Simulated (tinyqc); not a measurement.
Worked calculation: dopants and charged point defects at anneal temperature: Fermi-level effect, clustering and pairing. Computed by tinyqc, a small Python program that keeps every step. Command: `OMP_NUM_THREADS=1 python tinyqc.py 3008575 3008576 out.jsonl pairing walk`. One thread of a shared host (Intel(R) Xeon(R) Processor @ 2.30GHz), about 0.02 s of CPU time with the checks. Intermediate numbers are printed to about 5 digits and carried at full precision; extremes and crossings named in words are read from the listed rows.

Boltzmann statistics and full ionisation of active dopants. Energies are counted from the valence band; the defect (a vacancy or self-interstitial) has five charge states, with all degeneracy factors one.

Inputs (values chosen for the exercise, with bands modelled on 4H-SiC):
```
quantity                                         value    unit
gap at 0 K E_g0                                   3.27      eV
Varshni alpha                                 0.000332    eV/K
Varshni beta                                       710       K
electron mass m_e                                0.378     m_0
valleys M_c                                          3       -
hole mass m_h                                     1.96     m_0
anneal temperature T                              1330       K
total dopant density N                         1.5e+18   cm^-3
formation enthalpy of the neutral defect H_f       4.1      eV
formation entropy S_f                              2.3     k_B
site density N_s                               4.8e+22   cm^-3
intrinsic dopant diffusivity D_i               3.2e-15  cm^2/s
anneal time t                                     4000       s
dopant atoms per cluster k                           4       -
cluster binding energy E_b                        3.29      eV
```

Dopant: donor. Second part: clustering of the dopant.

defect levels as fractions of E_g(T): (2+/+), (+/0), (0/-), (-/2-): 0.15  0.072  0.51  0.68

Constants: m_0 = 9.1093837015e-31 kg; k_B = 1.380649e-23 J/K; h = 6.62607015e-34 J s; k_B = 8.617333262e-05 eV/K.

## The host at the anneal temperature

E_g = E_g0 - alpha T^2/(T + beta). N_c = 2 M_c (2 pi m_e k_B T/h^2)^(3/2) and N_v = 2 (2 pi m_h k_B T/h^2)^(3/2), masses in units of m_0. n_i = sqrt(N_c N_v) exp(-E_g/2 k_B T); E_i = E_g/2 + (k_B T/2) ln(N_v/N_c).

E_g = 2.9821 eV

k_B T = 0.11461 eV

n_i = 7.2519e+14 cm^-3

E_i = 1.5696 eV

effective density of states N_b of the majority band = 1.6332e+20 cm^-3

## Active and clustered dopant

n = A/2 + sqrt(A^2/4 + n_i^2) for an active density A. k ionised dopants and k carriers form one neutral cluster: C = N_s (A/N_s)^k (n/N_b)^k exp(E_b/k_B T), N_b the effective density of states of the majority band, and N = A + k C (60 bisections in ln A between ln N - 90 and ln N).

active density A = 1.5000e+18 cm^-3

clusters C = 9.5438e+08 cm^-3

active share = 1.00000

Nearly all the dopant is active.

## Carrier density and Fermi level

chi = n/n_i (for acceptors n_i/p); E_F = E_i + k_B T ln chi; field enhancement h = 1 + A/sqrt(A^2 + 4 n_i^2).

n = 1.5000e+18 cm^-3

chi = 2068.4

E_F = 2.4446 eV

field enhancement h = 2.0000

The doping is 2070 n_i: extrinsic conditions.

## Charged defects

C_0 = N_s exp(S_f/k_B) exp(-H_f/k_B T). Ratios to the neutral state at E_F = E_i: r_+ = exp((E(+/0) - E_i)/k_B T), r_2+ = r_+ exp((E(2+/+) - E_i)/k_B T), r_- = exp((E_i - E(0/-))/k_B T), r_2- = r_- exp((E_i - E(-/2-))/k_B T); at other E_F state q scales as chi^(-q). The enhancement is sum r_q chi^(-q)/sum r_q. The charge on the defects is left out of neutrality.

neutral defects C_0 = 1.3930e+08 cm^-3

Charge states:
```
state     ratio r  intrinsic (cm^-3)  doped (cm^-3)
2+     4.1062e-10         5.7201e-02     1.3370e-08
+      7.3454e-06         1.0232e+03     4.9470e-01
0      1.0000e+00         1.3930e+08     1.3930e+08
-      1.5294e+00         2.1304e+08     4.4066e+11
2-     2.8054e-02         3.9080e+06     1.6720e+13
```

all defects, doped = 1.7160e+13 cm^-3

enhancement over intrinsic = 48169

mean charge = -1.9743 e

Doping leaves the neutral state alone and multiplies the total by 48200; the most common state is 2- (in intrinsic material -).

## Dopant diffusivity

If every charge state of the defect carries the dopant equally well, D = D_i x enhancement x h x (active share A/N, a rough stand-in that overstates the dA/dN which immobile clusters call for), D_i being an input held fixed when T or H_f is moved; diffusion length 2 sqrt(D t).

effective diffusivity D = 3.0828e-10 cm^2/s

D/D_i = 96337

diffusion length = 22209 nm

Caution: so large an enhancement assumes that highly charged defects carry the dopant as well as neutral ones; measured enhancements are far smaller.

## Against doping

chi = n/n_i; h = 1 + A/sqrt(A^2 + 4 n_i^2); the dopant diffusivity over its intrinsic value is D/D_i = enhancement x h x A/N, if every charge state carries the dopant equally well.

Trend at the anneal temperature:
```
N (cm^-3)  active A (cm^-3)         chi  defect enhancement  mean charge       D/D_i
2.20e+13         2.2000e+13  1.0153e+00          1.0095e+00      -0.6238  1.0248e+00
9.60e+13         9.6000e+13  1.0684e+00          1.0424e+00      -0.6369  1.1113e+00
4.20e+14         4.2000e+14  1.3307e+00          1.2062e+00      -0.6919  1.5417e+00
1.80e+15         1.8000e+15  2.8348e+00          2.1744e+00      -0.8607  3.8676e+00
8.10e+15         8.1000e+15  1.1258e+01          8.5139e+00      -1.1174  1.6895e+01
3.50e+16         3.5000e+16  4.8284e+01          5.4839e+01      -1.4592  1.0963e+02
1.60e+17         1.6000e+17  2.2063e+02          6.6633e+02      -1.8008  1.3326e+03
6.80e+17         6.8000e+17  9.3768e+02          1.0206e+04      -1.9450  2.0412e+04
3.00e+18         3.0000e+18  4.1368e+03          1.9020e+05      -1.9870  3.8040e+05
```

Well below n_i = 7.25e14 cm^-3 chi and the enhancement are near 1. At any doping d ln(enhancement)/d ln chi equals minus the mean charge, which goes from -0.62 to -1.99 over the rows.

## Activation against anneal temperature

The formulas are those given above.

Equilibrium activation:
```
T (K)  n_i (cm^-3)  active A (cm^-3)  clusters C (cm^-3)  active share
800     2.1018e+10        9.8670e+17          1.2832e+17       0.65780
930     7.7919e+11        1.4928e+18          1.8081e+15       0.99518
1060    1.2306e+13        1.5000e+18          5.5777e+12       0.99999
1200    1.2660e+14        1.5000e+18          3.9656e+10       1.00000
1330    7.2519e+14        1.5000e+18          9.5438e+08       1.00000
1460    3.0925e+15        1.5000e+18          4.2331e+07       1.00000
1600    1.1492e+16        1.5000e+18          2.4799e+06       1.00000
```

The active share goes from 0.658 at 800 K to 1.000 at 1600 K, so a layer activated by a hot, short anneal is metastable and deactivates in later, cooler steps if the dopant can move.

Checks made by the program: conservation of the dopant (relative difference below 1e-10); ratios against Boltzmann factors of formation energies at E_F (relative difference below 1e-10).
